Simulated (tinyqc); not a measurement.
Worked calculation: MP2 on RHF in the 3-21g basis, for H2, spin multiplicity 1. Computed by tinyqc, a small Python program that keeps every step (integrals from PySCF). Settings: charge = 0, multiplicity = 1, basis = 3-21g, method = RHF, energy threshold = 1e-10, iteration cap = 87, orthogonalisation = canonical, start = core, DIIS depth = 6. Command: `OMP_NUM_THREADS=1 python tinyqc.py 21457 21458 out.jsonl` (the two numbers bound the seeds that draw the settings). One thread of a shared host (Intel(R) Xeon(R) Processor @ 2.60GHz), about 0.09 s of CPU time with the checks. The early iterations of the SCF are left out here.

## One-electron integrals

Geometry (angstrom):
```
atom        x        y        z
H     0.00000  0.00000  0.00000
H     0.00000  0.00000  0.71800
```

Basis 3-21g: exponents (1/bohr^2) and contraction coefficients of normalised primitives:
```
element  l (shell)  exponent  coefficient
H            s (1)   5.44718      0.15628
H            s (1)   0.82455      0.90469
H            s (2)   0.18319      1.00000
```

Overlap, kinetic and nuclear-attraction integrals over the contracted functions; the nuclear repulsion is the sum of Za Zb / Rab.

nuclear repulsion = 0.7370156 hartree

overlap S, order 1H 1s, 1H 2s, 2H 1s, 2H 2s:
```
[[1.00000, 0.64590, 0.42536, 0.48891],
 [0.64590, 1.00000, 0.48891, 0.84483],
 [0.42536, 0.48891, 1.00000, 0.64590],
 [0.48891, 0.84483, 0.64590, 1.00000]]
```

kinetic energy T (hartree), order 1H 1s, 1H 2s, 2H 1s, 2H 2s:
```
[[1.54940, 0.29315, 0.24194, 0.18058],
 [0.29315, 0.27479, 0.18058, 0.20605],
 [0.24194, 0.18058, 1.54940, 0.29315],
 [0.18058, 0.20605, 0.29315, 0.27479]]
```

nuclear attraction V (hartree), order 1H 1s, 1H 2s, 2H 1s, 2H 2s:
```
[[-2.44965, -1.23428, -1.03090, -0.96873],
 [-1.23428, -1.23912, -0.96873, -1.09233],
 [-1.03090, -0.96873, -2.44965, -1.23428],
 [-0.96873, -1.09233, -1.23428, -1.23912]]
```

core Hamiltonian H = T + V (hartree), order 1H 1s, 1H 2s, 2H 1s, 2H 2s:
```
[[-0.90024, -0.94112, -0.78896, -0.78816],
 [-0.94112, -0.96433, -0.78816, -0.88627],
 [-0.78896, -0.78816, -0.90024, -0.94112],
 [-0.78816, -0.88627, -0.94112, -0.96433]]
```

## Two-electron integrals

Functions are numbered as in S; the eight-fold symmetry (ij|kl) = (ji|kl) = (kl|ij) leaves the list below.

Two-electron integrals (ij|kl) in chemists' order, unique and non-zero (hartree):
```
(11|11) 1.14014   (21|11) 0.61140   (21|21) 0.34515   (22|11) 0.62637
(22|21) 0.38033   (22|22) 0.48296   (31|11) 0.40632   (31|21) 0.22957
(31|22) 0.25228   (31|31) 0.19068   (32|11) 0.35226   (32|21) 0.21126
(32|22) 0.25790   (32|31) 0.18291   (32|32) 0.19718   (33|11) 0.69079
(33|21) 0.42174   (33|22) 0.52547   (33|31) 0.40632   (33|32) 0.45639
(33|33) 1.14014   (41|11) 0.45639   (41|21) 0.25846   (41|22) 0.28632
(41|31) 0.18291   (41|32) 0.17164   (41|33) 0.35226   (41|41) 0.19718
(42|11) 0.50513   (42|21) 0.30835   (42|22) 0.39683   (42|31) 0.22299
(42|32) 0.23877   (42|33) 0.50513   (42|41) 0.23877   (42|42) 0.34470
(43|11) 0.42174   (43|21) 0.25726   (43|22) 0.32520   (43|31) 0.22957
(43|32) 0.25846   (43|33) 0.61140   (43|41) 0.21126   (43|42) 0.30835
(43|43) 0.34515   (44|11) 0.52547   (44|21) 0.32520   (44|22) 0.43374
(44|31) 0.25228   (44|32) 0.28632   (44|33) 0.62637   (44|41) 0.25790
(44|42) 0.39683   (44|43) 0.38033   (44|44) 0.48296
```

## Orthogonalisation

S = U s U^T; canonical form X = U s^(-1/2), so that X^T S X = 1. Each column of U has its largest component positive (the first on a tie).

eigenvalues of S: [0.10293, 0.48106, 0.62689, 2.78912]

X, order 1H 1s, 1H 2s, 2H 1s, 2H 2s:
```
[[-0.69596, 0.78367, 0.84739, 0.27082],
 [2.09124, -0.65210, 0.28201, 0.32546],
 [0.69596, 0.78367, -0.84739, 0.27082],
 [-2.09124, -0.65210, -0.28201, 0.32546]]
```

## Iteration 9 (converged): orbitals

converged F (hartree), order 1H 1s, 1H 2s, 2H 1s, 2H 2s:
```
[[0.07311, -0.51594, -0.54731, -0.52823],
 [-0.51594, -0.35701, -0.52823, -0.40096],
 [-0.54731, -0.52823, 0.07311, -0.51594],
 [-0.52823, -0.40096, -0.51594, -0.35701]]
```

Diagonalise F' = X^T F X, C = X C', fill 1 alpha and 1 beta electrons from the bottom; D = 2 C_occ C_occ^T. Each column has its largest component positive (the first on a tie).

F' = X^T F X (hartree):
```
[[0.91393, 0.00000, -0.64122, 0.00000],
 [0.00000, 0.90732, 0.00000, -0.04337],
 [-0.64122, 0.00000, 0.90974, 0.00000],
 [0.00000, -0.04337, 0.00000, -0.59827]]
```

orbital energies (hartree): [-0.59952, 0.27061, 0.90857, 1.55306]

coefficients C, order 1H 1s, 1H 2s, 2H 1s, 2H 2s:
```
[[0.29326, 0.10885, 0.77555, -1.09114],
 [0.30656, 1.67605, -0.66120, 1.28206],
 [0.29326, -0.10885, 0.77555, 1.09114],
 [0.30656, -1.67605, -0.66120, -1.28206]]
```

D after iteration 9, order 1H 1s, 1H 2s, 2H 1s, 2H 2s:
```
[[0.17200, 0.17980, 0.17200, 0.17980],
 [0.17980, 0.18796, 0.17980, 0.18796],
 [0.17200, 0.17980, 0.17200, 0.17980],
 [0.17980, 0.18796, 0.17980, 0.18796]]
```

## Convergence

Stop when the energy changes by less than 1e-10 hartree and every element of the error matrix X^T (F D S - S D F) X is below 3e-06.

Course of the cycle:
```
iteration  E (hartree)     change  largest element of the error matrix
1           -1.0710471          -                             3.57e-01
2           -1.1215994  -5.06e-02                             5.43e-02
3           -1.1227432  -1.14e-03                             3.50e-04
4           -1.1227432  -3.95e-08                             1.43e-04
5           -1.1227432  -4.80e-09                             8.99e-05
6           -1.1227432  -1.47e-09                             6.55e-05
7           -1.1227432  -6.34e-10                             5.15e-05
8           -1.1227432  -1.03e-09                             1.11e-07
9           -1.1227432  -4.88e-15                             2.43e-10
```

PySCF RHF in the same basis = -1.1227432 hartree

Converged in 9 iterations.

## Integrals over molecular orbitals

(pq|rs) = sum C_ip C_jq C_kr C_ls (ij|kl), one index at a time.

one-electron integrals over orbitals h = C^T H C (hartree):
```
[[-1.26024, 0.00000, -0.16981, 0.00000],
 [0.00000, -0.55280, 0.00000, 0.20779],
 [-0.16981, 0.00000, -0.10309, 0.00000],
 [0.00000, 0.20779, 0.00000, 0.33437]]
```

Two-electron integrals over orbitals (pq|rs), unique and non-zero (hartree):
```
(11|11) 0.66072    (21|21) 0.08661    (22|11) 0.45501    (22|22) 0.40909
(31|11) 0.16981    (31|22) 0.05405    (31|31) 0.11584    (32|21) -0.01895
(32|32) 0.03585    (33|11) 0.56375    (33|22) 0.40763    (33|31) 0.13316
(33|33) 0.50679    (41|21) -0.07978   (41|32) -0.02439   (41|41) 0.13347
(42|11) -0.14378   (42|22) -0.05742   (42|31) -0.07669   (42|33) -0.10644
(42|42) 0.07032    (43|21) -0.08991   (43|32) -0.00466   (43|41) 0.12490
(43|43) 0.13694    (44|11) 0.67608    (44|22) 0.46715    (44|31) 0.20605
(44|33) 0.58811    (44|42) -0.17045   (44|44) 0.75764
```

## Second-order Moller-Plesset energy

Hartree-Fock energy = -1.1227432 hartree

E2 = sum_ijab (ia|jb) [2 (ia|jb) - (ib|ja)] / (e_i + e_j - e_a - e_b) over occupied i, j and virtual a, b; the opposite-spin part is (ia|jb)^2 / denominator, the rest is same-spin, and SCS-MP2 scales them by 6/5 and 1/3.

Terms:
```
i  j  a  b   (ia|jb)   (ib|ja)  denominator      term
1  1  3  3   0.11584   0.11584     -3.01618  -0.00445
1  1  2  2   0.08661   0.08661     -1.74025  -0.00431
1  1  4  4   0.13347   0.13347     -4.30515  -0.00414
1  1  4  2  -0.07978  -0.07978     -3.02270  -0.00211
1  1  2  4  -0.07978  -0.07978     -3.02270  -0.00211
```

Pair energies (hartree; pair i-j sums ij and ji):
```
pair  opposite spin  same spin
1-1        -0.01711    0.00000
```

MP2 correlation energy = -0.0171080 hartree

SCS-MP2 correlation energy = -0.0205296 hartree

MP2 total energy = -1.1398512 hartree
